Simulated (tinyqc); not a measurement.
Chemical vapour deposition: Grove model, boundary layer, depletion and step coverage: one step, computed by the program tinyqc.

A precursor diffuses to the surface and reacts there at first order; each molecule that reacts adds one formula unit of film.

Task: Gas-phase and surface constants. k_s = k0 exp(-E/(k_B T)); C_g = Y p/(k_B T), 1 torr = 133.322 Pa; D = D0 (T/273.15)^1.75 (760/p). Temperatures in kelvin are T(C) + 273.15. Mean speed c = sqrt(8 k_B T/(pi M)); reactive sticking probability beta = 4 k_s/c.

Inputs (values chosen for the exercise, close to those used for polysilicon from silane):

| quantity | value | unit |
|---|---|---|
| prefactor k0 of k_s | 1.7e+09 | cm/s |
| activation energy E | 1.61 | eV |
| temperature T | 740 | C |
| total pressure p | 150 | torr |
| mole fraction of the precursor Y | 0.0012 | - |
| gas diffusivity D0 at 273.15 K and 760 torr | 0.59 | cm^2/s |
| precursor mass M | 32 | u |

Reactor: horizontal, reduced pressure.

Constants: k_B = 1.380649e-23 J/K; u = 1.6605390666e-27 kg; k_B = 8.617333262e-05 eV/K.

Give: surface rate constant k_s; precursor density C_g; gas diffusivity D; mean speed c; sticking probability beta.

Result:

surface rate constant k_s = 16.662 cm/s

precursor density C_g = 1.7156e+15 1/cm^3

gas diffusivity D = 29.635 cm^2/s

mean speed c = 81875 cm/s

sticking probability beta = 8.1401e-04
